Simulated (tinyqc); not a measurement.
k.p theory built from an empirical-pseudopotential calculation at Gamma: sweeps and comparisons. A value that a table varies takes the place of the one given here.

Empirical pseudopotential on the fcc lattice, atoms at +/- tau, tau = a (1,1,1)/8, no spin-orbit coupling. H(G,G') = c (2 pi/a)^2 |k + G|^2 delta + VS(q) cos(q.tau) + i VA(q) sin(q.tau), q = G - G', c = hbar^2/2m0; k and G in units of 2 pi/a; VS at |q|^2 = 3, 8, 11 and VA at 3, 4, 11, in rydberg, zero elsewhere. The basis is fixed: all 59 G with |G|^2 up to Gcut. Energies are counted from the fourth level at Gamma.

k.p in the lowest n states at Gamma: H_nm = (E_n + c k^2) delta + 2 c k.<n|G|m>, k in 1/angstrom; with all states of the basis it is exact.

Empirical pseudopotential on the fcc lattice, atoms at +/- tau, tau = a (1,1,1)/8, no spin-orbit coupling. H(G,G') = c (2 pi/a)^2 |k + G|^2 delta + VS(q) cos(q.tau) + i VA(q) sin(q.tau), q = G - G', c = hbar^2/2m0; k and G in units of 2 pi/a; VS at |q|^2 = 3, 8, 11 and VA at 3, 4, 11, in rydberg, zero elsewhere. The basis holds all G with |G|^2 up to a cut-off. Energies are counted from the fourth level at Gamma.

For a multiplet A of d_A states, W(B) = (4 c/(3 d_A)) sum over n in A, m in B and i = x, y, z of |<n|G_i|m>|^2 (G in 1/angstrom, <n|G_i|m> = sum_G c_n(G)* G_i c_m(G)); the mean inverse mass of A is 1 + sum_B W(B)/(E_A - E_B). Multiplets with W = 0 are left out.

Valence parameters: D(u) = c + 4 c^2 sum_m <n|u.G|m><m|u.G|n'>/(0 - E_m) on the valence triplet, in units of c, has eigenvalues L, M, M along [100] and (L + 2M + 2N)/3, (L + 2M - N)/3 twice along [111]; g1 = -(L + 2M)/3, g2 = -(L - M)/6, g3 = -N/6.

Constants: hbar^2/2m0 = 3.80998211 eV angstrom^2; Ry = 13.60569312 eV.

Values chosen for the exercise (near those of Ge; shifted at random, so the results belong to these values and not to a real crystal): a = 5.661 angstrom (lattice constant); VS = (-0.234, 0.008, 0.061) Ry (symmetric form factors); VA = (0, 0, 0) Ry (antisymmetric form factors); Gcut = 12 (2 pi/a)^2 (largest |G|^2 of the fixed basis); VS3 = -0.234 Ry; VS8 = 0.008 Ry; VS11 = 0.061 Ry; VA3 = 0 Ry; VA4 = 0 Ry; VA11 = 0 Ry.

## How many bands a k.p model needs: band 5 from Gamma to K

Band 5 (counted from below) at k = f (0.75, 0.75, 0) 2 pi/a; n ends on whole multiplets.

Energies (eV):

| f | n = 8 | n = 15 | n = 27 | n = 59 (exact) |
|---|---|---|---|---|
| 0.000 | 1.157 | 1.157 | 1.157 | 1.157 |
| 0.125 | 1.908 | 1.892 | 1.891 | 1.891 |
| 0.250 | 2.624 | 2.517 | 2.512 | 2.511 |
| 0.375 | 3.194 | 2.860 | 2.850 | 2.847 |
| 0.500 | 3.833 | 3.012 | 2.999 | 2.993 |
| 0.625 | 4.604 | 2.895 | 2.883 | 2.868 |
| 0.750 | 5.528 | 2.562 | 2.550 | 2.523 |
| 0.875 | 6.610 | 2.173 | 2.160 | 2.115 |
| 1.000 | 7.854 | 1.836 | 1.821 | 1.754 |

With n = 8 the band stays within 0.05 eV of the exact one up to f = 0.125 (error at K: +6.100 eV). With n = 15 the band stays within 0.05 eV of the exact one up to f = 0.750 (error at K: +0.082 eV). With n = 27 the band stays within 0.05 eV of the exact one up to f = 0.875 (error at K: +0.067 eV). A smaller basis can only raise a level. The exact band has its minimum on these points at f = 0.000; n = 8 puts it at f = 0.000.

## Convergence with the plane-wave basis

E_s is the lowest empty singlet, Ep its W to the valence triplet, m its mass.

Results:

| cut-off | plane waves | E_s (eV) | Ep (eV) | m (m0) | g1 | g2 | g3 |
|---|---|---|---|---|---|---|---|
| 8 | 27 | 0.948 | 20.05 | 0.0452 | 9.22 | 3.11 | 4.05 |
| 11 | 51 | 1.128 | 20.04 | 0.0534 | 8.00 | 2.64 | 3.42 |
| 12 | 59 | 1.157 | 20.03 | 0.0547 | 7.96 | 2.54 | 3.37 |
| 16 | 65 | 1.157 | 20.03 | 0.0547 | 7.97 | 2.53 | 3.37 |
| 19 | 89 | 1.149 | 20.04 | 0.0544 | 8.00 | 2.56 | 3.39 |
| 20 | 113 | 1.138 | 20.05 | 0.0538 | 8.06 | 2.59 | 3.42 |
| 24 | 137 | 1.138 | 20.06 | 0.0538 | 8.06 | 2.59 | 3.42 |

Against the last row, E_s errs most, by -0.190 eV, at cut-off 8, and by 0.000 eV in the last row but one. Ep varies by 0.1 % over the table and m by 17.7 %: the mass, near E_s/Ep, inherits the errors of both. Local form factors fix the converged values only roughly. The gap is a difference of two levels, so it need not converge steadily, and here it does not.

## What each form factor does (empirical-pseudopotential levels)

Lowest empty singlet and triplet at Gamma and the valence width there (fixed basis); lowest empty level at X = (1,0,0) and L = (1/2,1/2,1/2) from the valence top, these levels and that top with all |k + G|^2 up to 21. Singlet and triplet count orbital degeneracy. VS3 is VS at |q|^2 = 3, and so on. The row for a keeps the form factors fixed, so it is no model of a real expansion, which changes them too. Each row changes one parameter from the base and keeps the others.

Results:

| case | singlet (eV) | triplet (eV) | X (eV) | L (eV) | width (eV) |
|---|---|---|---|---|---|
| base | 1.157 | 3.579 | 1.279 | 0.986 | 11.997 |
| a = 5.718 angstrom | 1.170 | 3.602 | 1.402 | 1.064 | 11.716 |
| VS3 = -0.244 Ry | 1.065 | 3.721 | 1.521 | 1.087 | 11.961 |
| VS8 = -0.002 Ry | 0.623 | 3.638 | 1.197 | 0.738 | 12.106 |
| VS11 = 0.051 Ry | 0.586 | 3.343 | 0.998 | 0.598 | 12.197 |
| VA3 = 0.03 Ry | 1.211 | 3.613 | 1.007 | 0.997 | 12.006 |
| VA4 = 0.03 Ry | 1.129 | 3.675 | 0.888 | 1.047 | 12.002 |
| VA11 = 0.03 Ry | 1.014 | 3.531 | 0.927 | 0.909 | 12.025 |

The largest shifts from the base row, up to three for each result and ties (the steps differ in size, so this ranks the rows, not the parameters). singlet (eV): VS11 -0.572, VS8 -0.535, VA11 -0.144. triplet (eV): VS11 -0.236, VS3 +0.142, VA4 +0.096. X (eV): VA4 -0.390, VA11 -0.352, VS11 -0.280. L (eV): VS11 -0.388, VS8 -0.247, VS3 +0.101. width (eV): a -0.281, VS11 +0.200, VS8 +0.109. In a diamond crystal a small VA enters the levels at Gamma and L only in second order, by symmetry, but splits the degenerate pair at X in first order.

Run: tinyqc, `OMP_NUM_THREADS=1 python tinyqc.py 1051081 1051082 out.jsonl`; Intel(R) Xeon(R) Processor @ 2.30GHz, one thread, shared host; about 0.4 s of CPU time with all checks.
